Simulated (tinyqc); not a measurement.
# Energy and delay of logic against supply voltage: energy and delay against supply voltage

One expression serves below and above threshold: I(Vg) = Ik [ln(1 + exp((Vg - VT + dd V)/(al nf Vt)))]^al, with I_on = I(V) and I_off = I(0). Gate delay td = kd C V/I_on, clock period LD td. Per gate and cycle the switching energy is act C V^2 and the leakage energy I_off V LD td. No short-circuit current, no variation. Minima are sought above 0.09 V; below a few Vt gates no longer switch and the model has no meaning.

EDP = energy times td.

Values chosen for this exercise; values of the order met in logic technologies: temperature T = 250 K; threshold voltage at zero drain bias VT = 0.4 V; slope factor nf = 1.41; barrier lowering per volt of supply dd = 0.07; specific current of a gate Ik = 1.1 uA; exponent of the current law al = 1.76; load capacitance of a gate C = 0.47 fF; delay factor kd = 0.9; logic depth LD = 16; activity factor act = 0.1.

Constants: q = 1.602176634e-19 C, kB = 1.380649e-23 J/K, Vt = kB T/q. Results are converted to the units shown.

Result of one run:
```
V (V),I_on (uA),I_off (nA),td (ps),switching (aJ),leakage (aJ),energy (aJ),EDP (fJ ps)
0.38,0.6736,0.005040,238.6,6.787,0.007313,6.794,1.621
```

What becomes of these results when the supply voltage V is changed from 0.38 to 1.08 V, all else the same?

Result of the changed run:
```
V (V),I_on (uA),I_off (nA),td (ps),switching (aJ),leakage (aJ),energy (aJ),EDP (fJ ps)
1.08,116.4,0.02526,3.926,54.82,0.001714,54.82,0.2152
```

The whole series:
```
V (V),I_on (uA),I_off (nA),td (ps),switching (aJ),leakage (aJ),energy (aJ),EDP (fJ ps)
0.15,4.101e-4,0.002967,1.547e5,1.058,1.102,2.159,334.1
0.27,0.02555,0.003912,4469,3.426,0.07553,3.502,15.65
0.38,0.6736,0.005040,238.6,6.787,0.007313,6.794,1.621
0.5,5.921,0.006645,35.72,11.75,0.001899,11.75,0.4198
0.62,18.26,0.008760,14.36,18.07,0.001248,18.07,0.2595
0.73,34.89,0.01129,8.849,25.05,0.001166,25.05,0.2217
0.85,58.16,0.01488,6.182,33.96,0.001251,33.96,0.2099
0.97,86.38,0.01961,4.750,44.22,0.001446,44.22,0.2101
1.08,116.4,0.02526,3.926,54.82,0.001714,54.82,0.2152
1.2,153.4,0.03330,3.309,67.68,0.002116,67.68,0.2240
```

td falls from 1.55e5 to 3.31 ps; the energy rises from 2.16 to 67.7 aJ and the EDP goes from 334 through a minimum of 0.210 (at V = 0.85 V among the rows listed) to 0.224 fJ ps. The exact minima lie at V = 0.168 V for the energy and 0.904 V for the EDP. Going from 1.2 V to the energy minimum saves a factor of 32.3 in energy and costs a factor of 27600 in delay. Below the minimum the leakage energy rises faster than the switching energy falls, because the clock period grows so steeply.

Computed by the program tinyqc: `OMP_NUM_THREADS=1 python tinyqc.py 2082055 2082056 out.jsonl`, one thread of a shared Intel Xeon 2.30GHz, about 0.01 s for the whole run.
